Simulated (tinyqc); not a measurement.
Bias-temperature instability from a Gaussian distribution of capture and emission barriers: one step, computed by the program tinyqc.

Each trap has a capture time tau_0 exp(E_c/(k_B T)) under stress and an emission time tau_0 exp(E_e/(k_B T)) after it. E_c is Gaussian, and E_e = E_c + d with d Gaussian and independent. A trap counts as filled once t_s exceeds its capture time and as emptied once t_r exceeds its emission time.

Problem. Stress. Demarcation energies E_s = k_B T ln(t_s/tau_0), E_r = k_B T ln(t_r/tau_0); mean barrier mu = mu_c - k_F F; z = (E_s - mu)/sigma_c; Phi is the standard normal distribution. Temperatures in kelvin are T(C) + 273.15. Shift without recovery dV0 = V_max Phi(z); local time exponent n = d ln dV0/d ln t_s = (k_B T/sigma_c) exp(-z^2/2)/(sqrt(2 pi) Phi(z)); apparent activation energy n E_s.

Inputs (values chosen for the exercise, for a model p-channel transistor):

| quantity | value | unit |
|---|---|---|
| shift with all traps filled V_max | 260 | mV |
| mean capture barrier at zero field mu_c | 1.6 | eV |
| spread of capture barriers sigma_c | 0.39 | eV |
| lowering of mu_c per field k_F | 0.033 | eV/(MV/cm) |
| oxide field F | 7.3 | MV/cm |
| time constant tau_0 | 3e-09 | s |
| temperature T | 105 | C |
| stress time t_s | 2 | s |

Constants: k_B = 8.617333262e-05 eV/K.

Give: E_s; mean barrier mu; z; shift without recovery dV0; time exponent n; apparent activation energy.

Solution.

E_s = 0.66208 eV

mean barrier mu = 1.3591 eV

z = -1.7872

shift without recovery dV0 = 9.6073 mV

time exponent n = 0.18266

apparent activation energy = 0.12094 eV

The stress has filled 3.7 % of the traps. The apparent energy 0.121 eV is only the share n of the barriers near 0.66 eV that are being crossed.
